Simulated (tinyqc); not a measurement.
Comparisons within one model: carrier statistics of a doped semiconductor with parabolic bands. A value that a table varies takes the place of the one given here.

Eg(T) = Eg0 - al T^2/(T + be); m_de = Mv^(2/3) (ml mt^2)^(1/3); m_dh = (mhh^(3/2) + mlh^(3/2))^(2/3); Nc and Nv from N = 2 (m kB T/(4 pi c))^(3/2) with c = hbar^2/2m0, in 1/angstrom^3; times 1e24 for 1/cm^3.

Energies are counted from Ev, so Ec = Eg. n = Nc F_1/2((EF - Eg)/kT), p = Nv F_1/2(-EF/kT), ND+ = ND/(1 + 2 exp((EF - Eg + ED)/kT)), NA- = NA/(1 + 4 exp((EA - EF)/kT)); neutrality asks p + ND+ = n + NA-. F_j(eta) = (1/Gamma(j + 1)) integral_0^infinity x^j dx/(1 + exp(x - eta)), which tends to exp(eta) for eta << 0.

Constants: hbar^2/2m0 = 3.80998211 eV angstrom^2; kB = 8.617333262e-05 eV/K.

Values chosen for the exercise (near those of InSb; the results hold for these values, not for the real material): Eg0 = 0.233 eV (gap at 0 K); al = 0.000314 eV/K (Varshni alpha); be = 172 K (Varshni beta); ml = 0.0139 m0 (longitudinal electron mass); mt = 0.0139 m0 (transverse electron mass); Mv = 1 (equivalent valleys); mhh = 0.433 m0 (heavy-hole mass); mlh = 0.0152 m0 (light-hole mass); ND = 3e+13 1/cm^3 (donors); NA = 3.7e+12 1/cm^3 (acceptors); ED = 0.00103 eV (donor level below Ec); EA = 0.00994 eV (acceptor level above Ev); T = 500 K.

## Temperature

Neutrality solved at each temperature; ni = sqrt(Nc Nv) exp(-Eg/2kT).

Carriers (1/cm^3):

| T (K) | EF (eV) | n | p | majority / \|ND - NA\| | ni | Eg (eV) |
|---|---|---|---|---|---|---|
| 10 | 0.2305 | 1.69e+13 | <1e-99 | 0.642 | 7.08e-44 | 0.2328 |
| 20 | 0.2265 | 2.31e+13 | 1.06e-40 | 0.878 | 4.98e-14 | 0.2323 |
| 40 | 0.2156 | 2.53e+13 | 2.41e-10 | 0.962 | 78.3 | 0.2306 |
| 77 | 0.1902 | 2.60e+13 | 3.34e+05 | 0.987 | 2.95e+09 | 0.2255 |
| 120 | 0.1558 | 2.67e+13 | 5.20e+11 | 1.01 | 3.72e+12 | 0.2175 |
| 200 | 0.1445 | 9.20e+14 | 8.96e+14 | 35.0 | 9.15e+14 | 0.1992 |
| 300 | 0.1553 | 1.77e+16 | 1.77e+16 | 674 | 1.91e+16 | 0.1731 |
| 400 | 0.1693 | 8.15e+16 | 8.14e+16 | 3.10e+03 | 1.02e+17 | 0.1452 |
| 500 | 0.1863 | 2.04e+17 | 2.04e+17 | 7.76e+03 | 3.04e+17 | 0.1162 |
| 600 | 0.2053 | 3.81e+17 | 3.81e+17 | 1.45e+04 | 6.66e+17 | 0.0866 |

Ionisation is incomplete: the majority density is below 90 % of the net doping at 10 and 20 K, down to a share of 0.64. It is within 10 % of the net doping at 40, 77 and 120 K. At 200, 300, 400, 500 and 600 K thermal pairs lift it more than 10 % above the net doping; ni has reached 6.66e+17 1/cm^3 at 600 K against a net doping of 2.63e+13. For so narrow a gap the hottest rows are formal: EF can enter a band, where the Boltzmann ni is too large, and the crystal may melt. EF goes from 0.231 eV to 0.205 eV, where midgap is 0.043 eV and the intrinsic level (Boltzmann) 0.177 eV.

## Doping level

Only donors are present (NA = 0); eta is the distance of EF beyond the conduction edge in units of kT.

Neutral state:

| ND (1/cm^3) | EF (eV) | majority (1/cm^3) | ionised share | eta |
|---|---|---|---|---|
| 1.0e+14 | 0.1863 | 2.04e+17 | 0.088 | 1.63 |
| 1.0e+15 | 0.1863 | 2.04e+17 | 0.087 | 1.63 |
| 1.0e+16 | 0.1864 | 2.05e+17 | 0.087 | 1.63 |
| 1.0e+17 | 0.1875 | 2.07e+17 | 0.085 | 1.65 |
| 1.0e+18 | 0.1964 | 2.32e+17 | 0.071 | 1.86 |
| 3.0e+18 | 0.2102 | 2.74e+17 | 0.052 | 2.18 |
| 1.0e+19 | 0.2357 | 3.61e+17 | 0.030 | 2.77 |
| 3.0e+19 | 0.2659 | 4.79e+17 | 0.015 | 3.48 |

The impurity level lies at 0.1152 eV. The ionised share falls from 0.088 to 0.015 as EF moves further beyond it; it is below one half from 1e+14 1/cm^3 on. Over the last two rows the doping grows threefold and the majority density by a factor 1.33. EF comes within 3 kT of the majority band edge from 1e+14 1/cm^3 on. With a gap of only 2.7 kT the crystal is intrinsic at low doping, and EF can lie near or inside the band with the lighter mass. Above roughly 1e+14 1/cm^3 (N^(1/3) a = 0.26, with the radius a = sqrt(c/(m E)) from the ionisation energy E and the mass (ml mt^2)^(1/3)) the levels merge with the band and real ionisation is complete; sharp levels then overstate freeze-out.

## What each input does

Neutrality solved anew for each case. Each row changes one parameter from the base and keeps the others.

Results:

| case | EF (eV) | n (1/cm^3) | p (1/cm^3) |
|---|---|---|---|
| base | 0.1863 | 2.04e+17 | 2.04e+17 |
| T = 540 K | 0.1937 | 2.69e+17 | 2.69e+17 |
| ND = 1.5e+13 1/cm^3 | 0.1863 | 2.04e+17 | 2.04e+17 |
| NA = 4.81e+12 1/cm^3 | 0.1863 | 2.04e+17 | 2.04e+17 |
| Eg0 = 0.283 eV | 0.2054 | 1.31e+17 | 1.31e+17 |
| mt = 0.0167 m0 | 0.1813 | 2.29e+17 | 2.29e+17 |
| mhh = 0.5196 m0 | 0.1939 | 2.25e+17 | 2.25e+17 |
| ED = 0.0015 eV | 0.1863 | 2.04e+17 | 2.04e+17 |

The largest shifts from the base row, up to three for each result and ties (the steps differ in size, so this ranks the rows, not the parameters). EF (eV): Eg0 +0.0191, mhh +0.0076, T +0.0074; unchanged at the printed digits by ND, NA and ED. n (1/cm^3): Eg0 -7.28e+16, T +6.47e+16, mt +2.52e+16; unchanged at the printed digits by ND, NA and ED. p (1/cm^3): Eg0 -7.28e+16, T +6.47e+16, mt +2.52e+16; unchanged at the printed digits by ND, NA and ED.

Run: tinyqc, `OMP_NUM_THREADS=1 python tinyqc.py 1681580 1681581 out.jsonl`; Intel(R) Xeon(R) Processor @ 2.30GHz, one thread, shared host; about 0.01 s of CPU time with all checks.
